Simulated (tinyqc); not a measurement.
Inside a calculation. Method: MP2 on RHF in the 3-21g basis, for H3+, spin multiplicity 1. Computed by tinyqc, a small Python program that keeps every step (integrals from PySCF). Settings: charge = 1, multiplicity = 1, basis = 3-21g, method = RHF, energy threshold = 1e-10, iteration cap = 82, orthogonalisation = symmetric, start = Wolfsberg-Helmholz matrix, DIIS depth = 6. Command: `OMP_NUM_THREADS=1 python tinyqc.py 22696 22697 out.jsonl` (the two numbers bound the seeds that draw the settings). One thread of a shared host (Intel(R) Xeon(R) Processor @ 2.60GHz), about 0.08 s of CPU time with the checks. The early iterations of the SCF are left out here.

## One-electron integrals

Geometry (angstrom):

| atom | x | y | z |
|---|---|---|---|
| H | 0.000000 | 0.000000 | 0.000000 |
| H | 0.000000 | 0.000000 | 1.100000 |
| H | 0.000000 | 1.103000 | -0.452000 |

Basis 3-21g: exponents (1/bohr^2) and contraction coefficients of normalised primitives:

| element | l (shell) | exponent | coefficient |
|---|---|---|---|
| H | s (1) | 5.447178 | 0.156285 |
| H | s (1) | 0.824547 | 0.904691 |
| H | s (2) | 0.183192 | 1.000000 |

Overlap, kinetic and nuclear-attraction integrals over the contracted functions; the nuclear repulsion is the sum of Za Zb / Rab.

nuclear repulsion = 1.20292864 hartree

overlap S, lower triangle:
```
          1H 1s     1H 2s     2H 1s     2H 2s     3H 1s     3H 2s
1H 1s  1.000000
1H 2s  0.645899  1.000000
2H 1s  0.144945  0.336048  1.000000
2H 2s  0.336048  0.673151  0.645899  1.000000
3H 1s  0.105187  0.299893  0.003950  0.091356  1.000000
3H 2s  0.299893  0.628277  0.091356  0.305495  0.645899  1.000000
```

kinetic energy T (hartree), lower triangle:
```
           1H 1s     1H 2s      2H 1s      2H 2s     3H 1s     3H 2s
1H 1s   1.549405
1H 2s   0.293152  0.274788
2H 1s  -0.048247  0.085936   1.549405
2H 2s   0.085936  0.136167   0.293152   0.274788
3H 1s  -0.062000  0.066359  -0.012617  -0.012562  1.549405
3H 2s   0.066359  0.119150  -0.012562   0.017583  0.293152  0.274788
```

nuclear attraction V (hartree), lower triangle:
```
           1H 1s      1H 2s      2H 1s      2H 2s      3H 1s      3H 2s
1H 1s  -2.645842
1H 2s  -1.378811  -1.547950
2H 1s  -0.322357  -0.682140  -2.479850
2H 2s  -0.719658  -1.046599  -1.271963  -1.405261
3H 1s  -0.222892  -0.594607  -0.007576  -0.178179  -2.442761
3H 2s  -0.635555  -0.968766  -0.182281  -0.474370  -1.248534  -1.380394
```

core Hamiltonian H = T + V (hartree), lower triangle:
```
           1H 1s      1H 2s      2H 1s      2H 2s      3H 1s      3H 2s
1H 1s  -1.096438
1H 2s  -1.085659  -1.273162
2H 1s  -0.370604  -0.596204  -0.930446
2H 2s  -0.633721  -0.910432  -0.978812  -1.130473
3H 1s  -0.284892  -0.528248  -0.020193  -0.190741  -0.893356
3H 2s  -0.569196  -0.849617  -0.194843  -0.456787  -0.955382  -1.105606
```

## Two-electron integrals

Functions are numbered as in S; the eight-fold symmetry (ij|kl) = (ji|kl) = (kl|ij) leaves the list below.

Two-electron integrals (ij|kl) in chemists' order, unique and non-zero (hartree):
```
(11|11) 1.140145   (21|11) 0.611403   (21|21) 0.345152   (22|11) 0.626370
(22|21) 0.380329   (22|22) 0.482957   (31|11) 0.117482   (31|21) 0.069023
(31|22) 0.080839   (31|31) 0.021540   (32|11) 0.186525   (32|21) 0.116374
(32|22) 0.155399   (32|31) 0.040120   (32|32) 0.092821   (33|11) 0.478516
(33|21) 0.305548   (33|22) 0.431479   (33|31) 0.117482   (33|32) 0.307908
(33|33) 1.140145   (41|11) 0.307908   (41|21) 0.175107   (41|22) 0.195360
(41|31) 0.040120   (41|32) 0.069376   (41|33) 0.186525   (41|41) 0.092821
(42|11) 0.379097   (42|21) 0.232936   (42|22) 0.304873   (42|31) 0.060298
(42|32) 0.127654   (42|33) 0.379097   (42|41) 0.127654   (42|42) 0.218843
(43|11) 0.305548   (43|21) 0.193898   (43|22) 0.271771   (43|31) 0.069023
(43|32) 0.175107   (43|33) 0.611403   (43|41) 0.116374   (43|42) 0.232936
(43|43) 0.345152   (44|11) 0.431479   (44|21) 0.271771   (44|22) 0.380859
(44|31) 0.080839   (44|32) 0.195360   (44|33) 0.626370   (44|41) 0.155399
(44|42) 0.304873   (44|43) 0.380329   (44|44) 0.482957   (51|11) 0.081609
(51|21) 0.048411   (51|22) 0.057650   (51|31) 0.008362   (51|32) 0.014751
(51|33) 0.038773   (51|41) 0.023422   (51|42) 0.032948   (51|43) 0.024997
(51|44) 0.037398   (51|51) 0.011311   (52|11) 0.156173   (52|21) 0.098147
(52|22) 0.133694   (52|31) 0.017668   (52|32) 0.033872   (52|33) 0.091667
(52|41) 0.047835   (52|42) 0.076524   (52|43) 0.059162   (52|44) 0.090190
(52|51) 0.025537   (52|52) 0.073847   (53|11) 0.002914   (53|21) 0.001750
(53|22) 0.002126   (53|31) 0.000432   (53|32) 0.000798   (53|33) 0.002160
(53|41) 0.000958   (53|42) 0.001456   (53|43) 0.001360   (53|44) 0.001837
(53|51) 0.000326   (53|52) 0.000724   (53|53) 0.000016   (54|11) 0.049899
(54|21) 0.031184   (54|22) 0.041842   (54|31) 0.005944   (54|32) 0.011406
(54|33) 0.030832   (54|41) 0.015571   (54|42) 0.024989   (54|43) 0.019873
(54|44) 0.029929   (54|51) 0.007862   (54|52) 0.021895   (54|53) 0.000251
(54|54) 0.006792   (55|11) 0.442764   (55|21) 0.283972   (55|22) 0.409583
(55|31) 0.051487   (55|32) 0.101573   (55|33) 0.277925   (55|41) 0.138418
(55|42) 0.232505   (55|43) 0.179504   (55|44) 0.276575   (55|51) 0.081609
(55|52) 0.273245   (55|53) 0.002160   (55|54) 0.078604   (55|55) 1.140145
(61|11) 0.273245   (61|21) 0.155589   (61|22) 0.173954   (61|31) 0.029607
(61|32) 0.050244   (61|33) 0.131565   (61|41) 0.077640   (61|42) 0.104028
(61|43) 0.083962   (61|44) 0.120059   (61|51) 0.025537   (61|52) 0.052991
(61|53) 0.000871   (61|54) 0.016720   (61|55) 0.156173   (61|61) 0.073847
(62|11) 0.347663   (62|21) 0.214020   (62|22) 0.281478   (62|31) 0.042382
(62|32) 0.081566   (62|33) 0.223763   (62|41) 0.107375   (62|42) 0.170160
(62|43) 0.142724   (62|44) 0.208252   (62|51) 0.040821   (62|52) 0.105568
(62|53) 0.001382   (62|54) 0.032320   (62|55) 0.347663   (62|61) 0.105568
(62|62) 0.190639   (63|11) 0.053238   (63|21) 0.033000   (63|22) 0.043363
(63|31) 0.010967   (63|32) 0.024452   (63|33) 0.078604   (63|41) 0.019499
(63|42) 0.034801   (63|43) 0.045324   (63|44) 0.051781   (63|51) 0.004498
(63|52) 0.010313   (63|53) 0.000251   (63|54) 0.003522   (63|55) 0.030832
(63|61) 0.014697   (63|62) 0.023976   (63|63) 0.006792   (64|11) 0.166087
(64|21) 0.102431   (64|22) 0.135371   (64|31) 0.024251   (64|32) 0.049796
(64|33) 0.142946   (64|41) 0.054623   (64|42) 0.092132   (64|43) 0.089434
(64|44) 0.122913   (64|51) 0.017897   (64|52) 0.044806   (64|53) 0.000745
(64|54) 0.014568   (64|55) 0.142946   (64|61) 0.049181   (64|62) 0.086928
(64|63) 0.014568   (64|64) 0.045073   (65|11) 0.283972   (65|21) 0.181186
(65|22) 0.258984   (65|31) 0.033212   (65|32) 0.065562   (65|33) 0.179504
(65|41) 0.088658   (65|42) 0.148533   (65|43) 0.115915   (65|44) 0.178064
(65|51) 0.048411   (65|52) 0.155589   (65|53) 0.001360   (65|54) 0.045324
(65|55) 0.611403   (65|61) 0.098147   (65|62) 0.214020   (65|63) 0.019873
(65|64) 0.089434   (65|65) 0.345152   (66|11) 0.409583   (66|21) 0.258984
(66|22) 0.367253   (66|31) 0.049990   (66|32) 0.100056   (66|33) 0.276575
(66|41) 0.128737   (66|42) 0.217940   (66|43) 0.178064   (66|44) 0.269751
(66|51) 0.057650   (66|52) 0.173954   (66|53) 0.001837   (66|54) 0.051781
(66|55) 0.626370   (66|61) 0.133694   (66|62) 0.281478   (66|63) 0.029929
(66|64) 0.122913   (66|65) 0.380329   (66|66) 0.482957
```

## Orthogonalisation

S = U s U^T; symmetric (Loewdin) form X = U s^(-1/2) U^T, so that X^T S X = 1.

eigenvalues of S: 0.134107  0.270829  0.402627  0.907758  1.421989  2.862690

X, lower triangle:
```
           1H 1s      1H 2s      2H 1s     2H 2s      3H 1s     3H 2s
1H 1s   1.253139
1H 2s  -0.537975   1.901547
2H 1s   0.008339  -0.006592   1.241863
2H 2s   0.036151  -0.595620  -0.480743  1.560329
3H 1s   0.022744  -0.005343   0.003102  0.039350   1.242009
3H 2s   0.035024  -0.537423   0.043256  0.010159  -0.481602  1.508545
```

## Starting guess

The start is the generalised Wolfsberg-Helmholz matrix (K = 1.75) built on H; D = 2 C_occ C_occ^T.

D at the start, lower triangle:
```
          1H 1s     1H 2s     2H 1s     2H 2s     3H 1s     3H 2s
1H 1s  0.108304
1H 2s  0.204192  0.384974
2H 1s  0.031958  0.060251  0.009430
2H 2s  0.127546  0.240469  0.037635  0.150206
3H 1s  0.019145  0.036095  0.005649  0.022546  0.003384
3H 2s  0.108957  0.205423  0.032150  0.128315  0.019260  0.109614
```

## Iteration 6 (converged): orbitals

converged F (hartree), lower triangle:
```
           1H 1s      1H 2s      2H 1s      2H 2s      3H 1s      3H 2s
1H 1s  -0.200507
1H 2s  -0.695154  -0.733931
2H 1s  -0.375361  -0.470367  -0.121528
2H 2s  -0.497247  -0.590695  -0.576652  -0.576537
3H 1s  -0.314367  -0.425563  -0.089633  -0.222278  -0.115372
3H 2s  -0.456753  -0.558335  -0.229129  -0.371129  -0.557677  -0.556146
```

Diagonalise F' = X^T F X, C = X C', fill 1 alpha and 1 beta electrons from the bottom; D = 2 C_occ C_occ^T. Each column has its largest component positive (the first on a tie).

F' = X^T F X (hartree), lower triangle:
```
           1          2          3          4          5          6
1   0.353534
2  -0.669257   0.009283
3  -0.152018  -0.147337   0.357664
4  -0.116762  -0.190665  -0.584047  -0.020439
5  -0.099380  -0.142497   0.006477  -0.018984   0.345873
6  -0.113921  -0.180654  -0.018020  -0.108618  -0.578881  -0.030085
```

orbital energies (hartree): MO1 -0.930662, MO2 -0.364782, MO3 -0.117316, MO4 0.755316, MO5 0.786411, MO6 0.886865

coefficients C:
```
            MO1        MO2        MO3        MO4        MO5        MO6
1H 1s  0.268177  -0.019801   0.225205   0.279738   0.335596  -1.244583
1H 2s  0.355668  -0.031794   1.304692  -0.007369  -0.409696   1.597284
2H 1s  0.198562  -0.241553  -0.128730   0.802478   0.906774   0.441335
2H 2s  0.210645  -0.566352  -0.929402  -0.644620  -0.838830  -0.821813
3H 1s  0.180498   0.268475  -0.105975   0.963902  -0.854685  -0.033884
3H 2s  0.206461   0.654509  -0.766643  -0.794976   1.005123  -0.314107
```

D after iteration 6, lower triangle:
```
          1H 1s     1H 2s     2H 1s     2H 2s     3H 1s     3H 2s
1H 1s  0.143838
1H 2s  0.190764  0.252999
2H 1s  0.106500  0.141244  0.078854
2H 2s  0.112980  0.149839  0.083652  0.088743
3H 1s  0.096811  0.128395  0.071680  0.076042  0.065159
3H 2s  0.110736  0.146863  0.081991  0.086980  0.074532  0.085252
```

## Convergence

Stop when the energy changes by less than 1e-10 hartree and every element of the error matrix X^T (F D S - S D F) X is below 3e-06.

Course of the cycle:

| iteration | E (hartree) | change | largest element of the error matrix |
|---|---|---|---|
| 1 | -1.11656580 | - | 1.71e-01 |
| 2 | -1.17543743 | -5.89e-02 | 3.26e-02 |
| 3 | -1.17747668 | -2.04e-03 | 9.37e-04 |
| 4 | -1.17747790 | -1.22e-06 | 1.18e-04 |
| 5 | -1.17747792 | -2.48e-08 | 3.90e-06 |
| 6 | -1.17747792 | -6.36e-11 | 1.73e-07 |

PySCF RHF in the same basis = -1.17747792 hartree

Converged in 6 iterations.

## Populations, bond orders and dipole

Mulliken: Z minus the diagonal of D S on the atom; Loewdin: the same with S^(1/2) D S^(1/2); Mayer order: 2 sum_s sum (D(s) S)_ij (D(s) S)_ji over the two atoms.

Charges (e):

| atom | Mulliken | Loewdin |
|---|---|---|
| 1H | -0.019166 | 0.030744 |
| 2H | 0.481317 | 0.452980 |
| 3H | 0.537849 | 0.516275 |

Mayer bond orders:

| pair | order |
|---|---|
| 2-1 | 0.528624 |
| 3-1 | 0.471008 |
| 3-2 | 0.239710 |

dipole moment about the origin, x y z (debye): 0.000000  2.833124  1.347578

## Integrals over molecular orbitals

(pq|rs) = sum C_ip C_jq C_kr C_ls (ij|kl), one index at a time.

one-electron integrals over orbitals h = C^T H C (hartree), lower triangle:
```
           1          2          3          4          5          6
1  -1.449745
2   0.013466  -1.098223
3  -0.059873  -0.006011  -0.878685
4  -0.059988  -0.008929   0.078142  -0.058366
5  -0.028843   0.126687  -0.021062  -0.023793  -0.007621
6   0.069644   0.023157   0.161051   0.005355   0.036593  -0.086061
```

Two-electron integrals over orbitals (pq|rs), unique and non-zero (hartree):
```
(11|11) 0.519083    (21|11) -0.013466   (21|21) 0.119863    (22|11) 0.426652
(22|21) 0.018158    (22|22) 0.451183    (31|11) 0.059873    (31|21) 0.002391
(31|22) -0.032032   (31|31) 0.092115    (32|11) 0.004201    (32|21) -0.084975
(32|22) -0.012694   (32|31) -0.009412   (32|32) 0.079314    (33|11) 0.426742
(33|21) -0.015833   (33|22) 0.368632    (33|31) 0.045052    (33|32) 0.010024
(33|33) 0.391188    (41|11) 0.059988    (41|21) 0.000757    (41|22) 0.074933
(41|31) -0.015876   (41|32) -0.000388   (41|33) 0.035918    (41|41) 0.049417
(42|11) 0.004843    (42|21) 0.071116    (42|22) 0.024494    (42|31) 0.000283
(42|32) -0.048055   (42|33) 0.000273    (42|41) 0.010690    (42|42) 0.083509
(43|11) -0.047009   (43|21) -0.000600   (43|22) -0.050019   (43|31) 0.000551
(43|32) -0.000440   (43|33) -0.030945   (43|41) -0.029514   (43|42) -0.006473
(43|43) 0.029980    (44|11) 0.431549    (44|21) 0.026693    (44|22) 0.453285
(44|31) -0.031891   (44|32) -0.018331   (44|33) 0.365159    (44|41) 0.088652
(44|42) 0.036972    (44|43) -0.060741   (44|44) 0.488606    (51|11) 0.028843
(51|21) -0.049045   (51|22) 0.003045    (51|31) 0.008468    (51|32) 0.032164
(51|33) 0.020272    (51|41) 0.005079    (51|42) -0.057537   (51|43) -0.000837
(51|44) -0.002436   (51|51) 0.048711    (52|11) -0.087866   (52|21) -0.005476
(52|22) -0.098172   (52|31) 0.017374    (52|32) 0.001587    (52|33) -0.050341
(52|41) -0.058355   (52|42) -0.015452   (52|43) 0.040959    (52|44) -0.122805
(52|51) -0.003723   (52|52) 0.079206    (53|11) 0.014765    (53|21) 0.023500
(53|22) 0.006961    (53|31) 0.010091    (53|32) -0.009646   (53|33) 0.009210
(53|41) 0.002049    (53|42) 0.038374    (53|43) 0.002862    (53|44) 0.010374
(53|51) -0.022206   (53|52) -0.002564   (53|53) 0.029283    (54|11) 0.014436
(54|21) -0.145865   (54|22) -0.030229   (54|31) 0.001440    (54|32) 0.110330
(54|33) 0.018679    (54|41) -0.007845   (54|42) -0.107613   (54|43) 0.002844
(54|44) -0.046777   (54|51) 0.074240    (54|52) 0.012740    (54|53) -0.037040
(54|54) 0.208182    (55|11) 0.421371    (55|21) -0.006936   (55|22) 0.432764
(55|31) -0.024689   (55|32) 0.004406    (55|33) 0.363021    (55|41) 0.084198
(55|42) 0.013300    (55|43) -0.056676   (55|44) 0.457494    (55|51) 0.012872
(55|52) -0.109061   (55|53) 0.001713    (55|54) -0.000682   (55|55) 0.445355
(61|11) -0.069644   (61|21) -0.009007   (61|22) -0.002101   (61|31) -0.059437
(61|32) 0.012915    (61|33) -0.048056   (61|41) -0.001304   (61|42) -0.013129
(61|43) -0.011554   (61|44) 0.000020    (61|51) -0.009125   (61|52) -0.005001
(61|53) -0.024862   (61|54) 0.014423    (61|55) -0.002209   (61|61) 0.087968
(62|11) -0.016082   (62|21) 0.031893    (62|22) -0.018549   (62|31) 0.012052
(62|32) -0.019779   (62|33) -0.010303   (62|41) -0.013361   (62|42) 0.024009
(62|43) 0.009832    (62|44) -0.020860   (62|51) -0.018124   (62|52) 0.016068
(62|53) 0.015285    (62|54) -0.040771   (62|55) -0.028442   (62|61) -0.012680
(62|62) 0.018943    (63|11) -0.110244   (63|21) 0.015365    (63|22) -0.052872
(63|31) -0.038424   (63|32) -0.004489   (63|33) -0.068094   (63|41) -0.026547
(63|42) 0.010994    (63|43) 0.008229    (63|44) -0.056407   (63|51) -0.029795
(63|52) 0.030182    (63|53) -0.008580   (63|54) -0.019674   (63|55) -0.059221
(63|61) 0.066767    (63|62) 0.007375    (63|63) 0.081916    (64|11) -0.003329
(64|21) -0.032866   (64|22) 0.026811    (64|31) -0.039739   (64|32) 0.027990
(64|33) -0.002616   (64|41) 0.020609    (64|42) -0.021849   (64|43) -0.008324
(64|44) 0.030021    (64|51) 0.015586    (64|52) -0.022737   (64|53) -0.012830
(64|54) 0.043169    (64|55) 0.036577    (64|61) 0.026719    (64|62) -0.018833
(64|63) 0.003290    (64|64) 0.035346    (65|11) -0.022859   (65|21) -0.034641
(65|22) 0.017813    (65|31) -0.049003   (65|32) 0.034280    (65|33) -0.015964
(65|41) 0.013653    (65|42) -0.028557   (65|43) -0.008120   (65|44) 0.020362
(65|51) 0.016153    (65|52) -0.017242   (65|53) -0.016444   (65|54) 0.049377
(65|55) 0.025532    (65|61) 0.045510    (65|62) -0.017507   (65|63) 0.019587
(65|64) 0.037293    (65|65) 0.048476    (66|11) 0.530447    (66|21) -0.034200
(66|22) 0.366874    (66|31) 0.132614    (66|32) 0.014800    (66|33) 0.450042
(66|41) 0.045821    (66|42) -0.014606   (66|43) -0.035027   (66|44) 0.370938
(66|51) 0.054500    (66|52) -0.060206   (66|53) 0.022327    (66|54) 0.049119
(66|55) 0.379788    (66|61) -0.139389   (66|62) -0.007946   (66|63) -0.155563
(66|64) -0.034397   (66|65) -0.064623   (66|66) 0.668349
```

## Second-order Moller-Plesset energy

Hartree-Fock energy = -1.17747792 hartree

E2 = sum_ijab (ia|jb) [2 (ia|jb) - (ib|ja)] / (e_i + e_j - e_a - e_b) over occupied i, j and virtual a, b; the opposite-spin part is (ia|jb)^2 / denominator, the rest is same-spin, and SCS-MP2 scales them by 6/5 and 1/3.

Terms:

| i | j | a | b | (ia\|jb) | (ib\|ja) | denominator | term |
|---|---|---|---|---|---|---|---|
| 1 | 1 | 2 | 2 | 0.119863 | 0.119863 | -1.131759 | -0.012695 |
| 1 | 1 | 3 | 3 | 0.092115 | 0.092115 | -1.626690 | -0.005216 |
| 1 | 1 | 6 | 6 | 0.087968 | 0.087968 | -3.635053 | -0.002129 |
| 1 | 1 | 6 | 3 | -0.059437 | -0.059437 | -2.630872 | -0.001343 |
| 1 | 1 | 3 | 6 | -0.059437 | -0.059437 | -2.630872 | -0.001343 |
| 1 | 1 | 2 | 5 | -0.049045 | -0.049045 | -2.282952 | -0.001054 |
| 1 | 1 | 5 | 2 | -0.049045 | -0.049045 | -2.282952 | -0.001054 |
| 1 | 1 | 4 | 4 | 0.049417 | 0.049417 | -3.371954 | -0.000724 |
| 1 | 1 | 5 | 5 | 0.048711 | 0.048711 | -3.434145 | -0.000691 |
| 1 | 1 | 3 | 4 | -0.015876 | -0.015876 | -2.499322 | -0.000101 |
| 1 | 1 | 4 | 3 | -0.015876 | -0.015876 | -2.499322 | -0.000101 |
| 1 | 1 | 2 | 6 | -0.009007 | -0.009007 | -2.383406 | -0.000034 |
| 1 | 1 | 6 | 2 | -0.009007 | -0.009007 | -2.383406 | -0.000034 |
| 1 | 1 | 5 | 3 | 0.008468 | 0.008468 | -2.530418 | -0.000028 |
| 1 | 1 | 3 | 5 | 0.008468 | 0.008468 | -2.530418 | -0.000028 |
| 1 | 1 | 6 | 5 | -0.009125 | -0.009125 | -3.534599 | -0.000024 |
| 1 | 1 | 5 | 6 | -0.009125 | -0.009125 | -3.534599 | -0.000024 |
| 1 | 1 | 5 | 4 | 0.005079 | 0.005079 | -3.403049 | -0.000008 |
| 1 | 1 | 4 | 5 | 0.005079 | 0.005079 | -3.403049 | -0.000008 |
| 1 | 1 | 2 | 3 | 0.002391 | 0.002391 | -1.379225 | -4.14e-06 |
| 1 | 1 | 3 | 2 | 0.002391 | 0.002391 | -1.379225 | -4.14e-06 |
| 1 | 1 | 6 | 4 | -0.001304 | -0.001304 | -3.503504 | -4.85e-07 |
| 1 | 1 | 4 | 6 | -0.001304 | -0.001304 | -3.503504 | -4.85e-07 |
| 1 | 1 | 2 | 4 | 0.000757 | 0.000757 | -2.251857 | -2.55e-07 |
| 1 | 1 | 4 | 2 | 0.000757 | 0.000757 | -2.251857 | -2.55e-07 |

Pair energies (hartree; pair i-j sums ij and ji):

| pair | opposite spin | same spin |
|---|---|---|
| 1-1 | -0.026646 | 0 |

MP2 correlation energy = -0.02664613 hartree

SCS-MP2 correlation energy = -0.03197535 hartree

MP2 total energy = -1.20412405 hartree
